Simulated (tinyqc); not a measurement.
# Worked calculation: donor binding, ionisation and the Mott limit

Numbers from tinyqc (`OMP_NUM_THREADS=1 python tinyqc.py 2330065 2330066 out.jsonl`; about 0.01 s on one thread of a shared Intel Xeon 2.30GHz). Printed values are rounded.

Hydrogenic donor: Ry = (m0 q^3/(8 eps0^2 h^2)) me/eps_r^2 in eV, E0 = cc Ry, radius a = q/(8 pi eps0 eps_r E0), Mott density Nm = (0.26/a)^3. Below Nm the level sinks as Ed = E0 [1 - (N/Nm)^(1/3)]. Neutrality: Nc F12(eta) = N/(1 + 2 exp(eta + Ed/kB T)), F12(x) = (2/sqrt(pi)) int_0^infinity sqrt(u)/(1 + exp(u - x)) du.

Inputs (values chosen for the exercise); band and dielectric values close to those of germanium: temperature T = 300 K; relative permittivity eps_r = 16.1; mass in the hydrogenic formula, set independently of Nc me = 0.121 m0; conduction-band density of states at 300 K Nc = 1.06e19 cm^-3; ratio of the true binding energy to the hydrogenic one cc = 1.6; donor density N = 2.3e15 cm^-3.

Constants: q = 1.602176634e-19 C, kB = 1.380649e-23 J/K, eps0 = 8.8541878128e-12 F/m, h = 6.62607015e-34 J s, m0 = 9.1093837015e-31 kg, Vt = kB T/q. Results are converted to the units shown.

Range of the model: A sharp level with degeneracy 2 overstates freeze-out near Nm, where the impurity band broadens and merges with the conduction band.

## Binding energy, radius and Mott density

The mean spacing of the donors is N^(-1/3).

Ry = 6.35118 meV
E0 = 10.1619 meV
a = 4.40070 nm
Nm = 2.06232e17 cm^-3
spacing over a = 17.2148
Ed = 7.89151 meV

## Ionisation

Solve the neutrality equation for eta. Boltzmann form: with k = (Nc/2) exp(-Ed/kB T) the ionised share is [-k + sqrt(k^2 + 4 k N)]/(2 N).

eta = -8.43621
ionised share = 99.9412 %
n = 2.29865e15 cm^-3
ionised share, Boltzmann form = 99.9412 %

With the level held at E0 the share would be 99.9 %.
